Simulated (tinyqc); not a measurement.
Heisenberg magnet: exchange from energy differences, ordering vector, linear spin waves and ordering temperature: one step, computed by the program tinyqc. Command: `OMP_NUM_THREADS=1 python tinyqc.py 3028192 3028193 out.jsonl magnon walk`. One thread of a shared host (Intel(R) Xeon(R) Processor @ 2.30GHz), about 0.03 s of CPU time with the checks.

H = -sum over pairs <ij> J_ij S_i.S_j - K sum_i (S_i^z)^2, each pair once, J > 0 ferromagnetic. First neighbours: 4 at a (1, 0), second: 4 at a (1, 1), with all permutations and signs.

Problem. Long waves and the gap. g_s(q) = sum over shell s of cos(q.R), z1 = g1(0). A(q) = S [-J1 g1(0) + J2 (g2(0) - g2(q))] + (2S - 1) K, B(q) = S J1 g1(q), E(q) = sqrt(A^2 - B^2). The factor 2S - 1 removes the anisotropy for S = 1/2. sum R_x^2 over the shells is s1 = 2 a^2 and s2 = 4 a^2. Without K, E = c q with c = S sqrt(z1 |J1| (|J1| s1 + J2 s2)); the gap is E(0) = sqrt(k (k + 2 S z1 |J1|)), k = (2S - 1) K.

Inputs (values chosen for the exercise, for a model magnet): exchange J1 = -1.53 meV; exchange J2 = -0.12 meV; spin S = 2.5; single-ion anisotropy K = 0.03 meV; lattice constant a = 4.02 angstrom.

Lattice: square. Order: Neel (nearest neighbours antiparallel).

Give: spin-wave velocity c; gap.

Solution.

spin-wave velocity c = 39.93 meV angstrom

gap = 1.92 meV

Exchange enhances the gap to 16.0 times (2S - 1) K, the geometric mean of anisotropy and exchange.
